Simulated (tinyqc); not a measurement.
# Mobility and threshold from two currents

Problem. In the linear region I = mu Cox (W/L) [(Vgs - VT) Vds - m Vds^2/2], Cox = eps0 eox/tox. Find mu and VT.

Inputs (values chosen for the exercise): relative permittivity of the gate insulator eox = 4.02; insulator thickness tox = 11 nm; gate width W = 20 um; gate length L = 5 um.

Constants: eps0 = 8.8541878128e-14 F/cm where lengths are in cm. Results are converted to the units shown.

I at Vgs = 0.8 and 1.3 V, Vds = 0.05 V (uA): [5.7703315, 13.536259]
m = 1.2292344

Answer. The slope dI/dVgs is mu Cox (W/L) Vds; the line meets zero current at VT + m Vds/2.

mu = 240 cm^2/(V s)
VT = 0.398 V

Numbers from tinyqc (`OMP_NUM_THREADS=1 python tinyqc.py 2360151 2360152 out.jsonl`; about 0.06 s on one thread of a shared Intel Xeon 2.30GHz).
